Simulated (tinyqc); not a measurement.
Bias-temperature instability, empirical power law with universal recovery: one step of the calculation.

Threshold-voltage shift at the end of a stress: dV = A (V/V0)^g exp[-(Ea q/kB)(1/T - 1/T0)] (t/1 s)^n. After a delay tr the permanent share pp stays and the rest falls by r = 1/(1 + B (tr/t)^be). An empirical model: its parameters are fits, not properties.

Problem. What a delayed measurement sees. At V0 and T0, measured shift = dV [pp + (1 - pp) r]; the apparent exponent is the slope of ln(shift) against ln t between the first and last point.

Parameters, values chosen for the exercise:
- V0 = 1.8 V (reference stress voltage)
- T0 = 373 K (reference temperature)
- A = 4.1 mV (shift after 1 s at V0 and T0)
- n = 0.22 (time exponent)
- g = 3.6 (voltage exponent)
- Ea = 0.09 eV (apparent activation energy of the shift)
- pp = 0.27 (permanent share)
- B = 2.5 (recovery scale)
- be = 0.17 (recovery dispersion)
- tr = 10 s (delay before the measurement)

Constants: q = 1.602176634e-19 C, kB = 1.380649e-23 J/K. Results are converted to the units shown.

t, point 0 to 2 (s): 1  10  100

Find: dV; share left; measured; apparent n.

Solution.

```
point	dV (mV)	share left	measured (mV)
0	4.1000	0.42539	1.7441
1	6.8043	0.47857	3.2563
2	11.292	0.54135	6.1132
```

apparent n = 0.27235

The delay hides 45.9 % of the last shift and raises the exponent from 0.22 to 0.272, since short stresses recover by a larger share.

Numbers from tinyqc (`OMP_NUM_THREADS=1 python tinyqc.py 2070135 2070136 out.jsonl`; about 0.01 s on one thread of a shared Intel Xeon 2.30GHz).
